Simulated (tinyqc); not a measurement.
# Conductivities from two wire lengths

Question. A wire with uniform heating p0 per length and ends at the substrate temperature has theta(L/2) = (p0/g)[1 - 1/cosh(L/(2 LH))], LH = sqrt(kap A/g). Find LH, g and kap.

Values chosen for this exercise:
```
symbol,value,unit,meaning
A,54,nm^2,cross-section
p0,0.01,uW/nm,peak heating per length
```

theta at the middle for L = 140 and 280 nm (K): 12.040190  25.658546

Answer. With c = cosh(L1/(2 LH)) the longer wire has 2 c^2 - 1. The ratio of the two rises falls steadily from 4 to 1 as c grows, so it fixes c; g and kap follow.

LH = 72.16 nm
g = 0.2800 W/(m K)
kap = 27.00 W/(m K)

Program tinyqc, `OMP_NUM_THREADS=1 python tinyqc.py 2520020 2520021 out.jsonl`; Intel Xeon 2.30GHz, shared host, one thread, about 0.01 s.
